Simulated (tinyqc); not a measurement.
Inside a calculation. Method: RHF in the 6-311g basis, for He, spin multiplicity 1. Computed by tinyqc, a small Python program that keeps every step (integrals from PySCF). Settings: charge = 0, multiplicity = 1, basis = 6-311g, energy threshold = 1e-08, iteration cap = 75, orthogonalisation = canonical, start = Wolfsberg-Helmholz matrix, DIIS depth = 8, DIIS from iteration = 3, method = RHF. Command: `OMP_NUM_THREADS=1 python tinyqc.py 23351 23352 out.jsonl` (the two numbers bound the seeds that draw the settings). One thread of a shared host (Intel(R) Xeon(R) Processor @ 2.60GHz), about 0.04 s of CPU time with the checks. Later iterations appear only in the table of the cycle.

## One-electron integrals

Geometry (angstrom):

| atom | x | y | z |
|---|---|---|---|
| He | 0.000000 | 0.000000 | 0.000000 |

Basis 6-311g: exponents (1/bohr^2) and contraction coefficients of normalised primitives:

| element | l (shell) | exponent | coefficient |
|---|---|---|---|
| He | s (1) | 98.124300 | 0.028745 |
| He | s (1) | 14.768900 | 0.208061 |
| He | s (1) | 3.318830 | 0.837635 |
| He | s (2) | 0.874047 | 1.000000 |
| He | s (3) | 0.244564 | 1.000000 |

Overlap, kinetic and nuclear-attraction integrals over the contracted functions; the nuclear repulsion is the sum of Za Zb / Rab.

nuclear repulsion = 0 hartree

overlap S:
```
          1He 1s    1He 2s    1He 3s
1He 1s  1.000000  0.680472  0.328596
1He 2s  0.680472  1.000000  0.751574
1He 3s  0.328596  0.751574  1.000000
```

kinetic energy T (hartree):
```
          1He 1s    1He 2s    1He 3s
1He 1s  6.857100  1.439474  0.225603
1He 2s  1.439474  1.311071  0.430865
1He 3s  0.225603  0.430865  0.366846
```

nuclear attraction V (hartree):
```
           1He 1s     1He 2s     1He 3s
1He 1s  -7.306289  -3.464825  -1.535069
1He 2s  -3.464825  -2.983784  -1.793893
1He 3s  -1.535069  -1.793893  -1.578325
```

core Hamiltonian H = T + V (hartree):
```
           1He 1s     1He 2s     1He 3s
1He 1s  -0.449189  -2.025351  -1.309466
1He 2s  -2.025351  -1.672714  -1.363028
1He 3s  -1.309466  -1.363028  -1.211479
```

## Two-electron integrals

Functions are numbered as in S; the eight-fold symmetry (ij|kl) = (ji|kl) = (kl|ij) leaves the list below.

Two-electron integrals (ij|kl) in chemists' order, unique and non-zero (hartree):
```
(11|11) 2.395117   (21|11) 1.347337   (21|21) 0.798707   (22|11) 1.358411
(22|21) 0.863847   (22|22) 1.054927   (31|11) 0.614121   (31|21) 0.368625
(31|22) 0.406802   (31|31) 0.170715   (32|11) 0.842709   (32|21) 0.547009
(32|22) 0.700418   (32|31) 0.259418   (32|32) 0.476676   (33|11) 0.767030
(33|21) 0.510236   (33|22) 0.697580   (33|31) 0.244176   (33|32) 0.494732
(33|33) 0.558022
```

## Orthogonalisation

S = U s U^T; canonical form X = U s^(-1/2), so that X^T S X = 1. Each column of U has its largest component positive (the first on a tie).

eigenvalues of S: 0.135706  0.673445  2.190848

X:
```
                1          2         3
1He 1s  -1.102035   0.913172  0.353396
1He 2s   2.064207  -0.049328  0.437907
1He 3s  -1.376014  -0.805348  0.373888
```

## Starting guess

The start is the generalised Wolfsberg-Helmholz matrix (K = 1.75) built on H; D = 2 C_occ C_occ^T.

D at the start:
```
           1He 1s     1He 2s     1He 3s
1He 1s   0.010810  -0.100892  -0.062010
1He 2s  -0.100892   0.941623   0.578736
1He 3s  -0.062010   0.578736   0.355701
```

## Iteration 1: building the Fock matrix

J_ij = sum D_kl (ij|kl), K_ij = sum D_kl (ik|jl); F = H + J - 0.5 K; E = tr D H + tr D J / 2 - 0.25 tr D K + E_nn.

Coulomb J (hartree):
```
          1He 1s    1He 2s    1He 3s
1He 1s  2.205215  1.435740  0.681262
1He 2s  1.435740  1.842111  1.253805
1He 3s  0.681262  1.253805  1.303037
```

exchange K (hartree):
```
          1He 1s    1He 2s    1He 3s
1He 1s  0.917336  1.179514  0.873633
1He 2s  1.179514  1.740097  1.375118
1He 3s  0.873633  1.375118  1.139193
```

Fock matrix F (hartree):
```
           1He 1s     1He 2s     1He 3s
1He 1s   1.297358  -1.179368  -1.065020
1He 2s  -1.179368  -0.700651  -0.796781
1He 3s  -1.065020  -0.796781  -0.478038
```

total energy of this density = -2.19269352 hartree

## Iteration 1: diagonalisation and new density

Diagonalise F' = X^T F X, C = X C', fill 1 alpha and 1 beta electrons from the bottom; D = 2 C_occ C_occ^T. Each column has its largest component positive (the first on a tie).

F' = X^T F X (hartree):
```
           1          2          3
1   4.347067  -2.387690  -0.361946
2  -2.387690   2.379511   0.361881
3  -0.361946   0.361881  -0.946540
```

orbital energies (hartree): MO1 -0.988473, MO2 0.786409, MO3 5.982101

coefficients C:
```
             MO1        MO2        MO3
1He 1s  0.241114  -0.157414  -1.445800
1He 2s  0.499824  -1.139511   1.704944
1He 3s  0.402405   1.415457  -0.718573
```

D after iteration 1:
```
          1He 1s    1He 2s    1He 3s
1He 1s  0.116272  0.241030  0.194051
1He 2s  0.241030  0.499649  0.402264
1He 3s  0.194051  0.402264  0.323860
```

## Iteration 2: building the Fock matrix

As before.

Coulomb J (hartree):
```
          1He 1s    1He 2s    1He 3s
1He 1s  2.771446  1.721696  0.806405
1He 2s  1.721696  2.048769  1.356042
1He 3s  0.806405  1.356042  1.357205
```

exchange K (hartree):
```
          1He 1s    1He 2s    1He 3s
1He 1s  1.917254  1.810968  1.207339
1He 2s  1.810968  1.966564  1.404658
1He 3s  1.207339  1.404658  1.056587
```

Fock matrix F (hartree):
```
           1He 1s     1He 2s     1He 3s
1He 1s   1.363630  -1.209139  -1.106729
1He 2s  -1.209139  -0.607227  -0.709315
1He 3s  -1.106729  -0.709315  -0.382567
```

total energy of this density = -2.85664915 hartree

## Iteration 2: diagonalisation and new density

As before.

F' = X^T F X (hartree):
```
           1          2          3
1   4.518471  -2.539909  -0.307506
2  -2.539909   2.567902   0.306287
3  -0.307506   0.306287  -0.898597
```

orbital energies (hartree): MO1 -0.927440, MO2 0.825951, MO3 6.289265

coefficients C:
```
             MO1        MO2        MO3
1He 1s  0.262309  -0.139057  -1.443991
1He 2s  0.488737  -1.152826   1.699198
1He 3s  0.397092   1.427358  -0.697683
```

D after iteration 2:
```
          1He 1s    1He 2s    1He 3s
1He 1s  0.137612  0.256400  0.208322
1He 2s  0.256400  0.477727  0.388147
1He 3s  0.208322  0.388147  0.315364
```

## Iteration 3: building the Fock matrix

As before.

Coulomb J (hartree):
```
          1He 1s    1He 2s    1He 3s
1He 1s  2.821416  1.746806  0.817399
1He 2s  1.746806  2.067097  1.365229
1He 3s  0.817399  1.365229  1.362227
```

exchange K (hartree):
```
          1He 1s    1He 2s    1He 3s
1He 1s  1.997946  1.855557  1.227514
1He 2s  1.855557  1.978825  1.402034
1He 3s  1.227514  1.402034  1.046015
```

Fock matrix F (hartree):
```
           1He 1s     1He 2s     1He 3s
1He 1s   1.373255  -1.206323  -1.105824
1He 2s  -1.206323  -0.595030  -0.698816
1He 3s  -1.105824  -0.698816  -0.372259
```

total energy of this density = -2.85988559 hartree

## Iteration 3: diagonalisation and new density

As before.

F' = X^T F X (hartree):
```
           1          2          3
1   4.531936  -2.551029  -0.303874
2  -2.551029   2.581892   0.303258
3  -0.303874   0.303258  -0.889067
```

orbital energies (hartree): MO1 -0.917258, MO2 0.829334, MO3 6.312685

coefficients C:
```
             MO1        MO2        MO3
1He 1s  0.263481  -0.137964  -1.443882
1He 2s  0.487645  -1.153938   1.698757
1He 3s  0.397333   1.427944  -0.696346
```

D after iteration 3:
```
          1He 1s    1He 2s    1He 3s
1He 1s  0.138844  0.256970  0.209379
1He 2s  0.256970  0.475594  0.387514
1He 3s  0.209379  0.387514  0.315747
```

## Iteration 6 (converged): orbitals

converged F (hartree):
```
           1He 1s     1He 2s     1He 3s
1He 1s   1.373498  -1.206232  -1.105840
1He 2s  -1.206232  -0.594454  -0.698399
1He 3s  -1.105840  -0.698399  -0.371933
```

As before.

F' = X^T F X (hartree):
```
           1          2          3
1   4.532472  -2.551452  -0.303508
2  -2.551452   2.582356   0.303105
3  -0.303508   0.303105  -0.888720
```

orbital energies (hartree): MO1 -0.916871, MO2 0.829434, MO3 6.313546

coefficients C:
```
             MO1        MO2        MO3
1He 1s  0.263558  -0.137951  -1.443869
1He 2s  0.487487  -1.153994   1.698764
1He 3s  0.397446   1.427937  -0.696296
```

D after iteration 6:
```
          1He 1s    1He 2s    1He 3s
1He 1s  0.138926  0.256962  0.209500
1He 2s  0.256962  0.475287  0.387499
1He 3s  0.209500  0.387499  0.315926
```

## Convergence

Stop when the energy changes by less than 1e-08 hartree and every element of the error matrix X^T (F D S - S D F) X is below 3e-05.

Course of the cycle:

| iteration | E (hartree) | change | largest element of the error matrix |
|---|---|---|---|
| 1 | -2.19269352 | - | 1.98e+00 |
| 2 | -2.85664915 | -6.64e-01 | 1.42e-01 |
| 3 | -2.85988559 | -3.24e-03 | 8.95e-03 |
| 4 | -2.85989537 | -9.78e-06 | 7.10e-04 |
| 5 | -2.85989542 | -5.17e-08 | 2.93e-05 |
| 6 | -2.85989542 | -2.46e-10 | 6.10e-09 |

PySCF RHF in the same basis = -2.85989542 hartree

Converged in 6 iterations.

## Populations

Mulliken: Z minus the diagonal of D S on the atom; Loewdin: the same with S^(1/2) D S^(1/2).

Charges (e):

| atom | Mulliken | Loewdin |
|---|---|---|
| 1He | 0 | 0 |
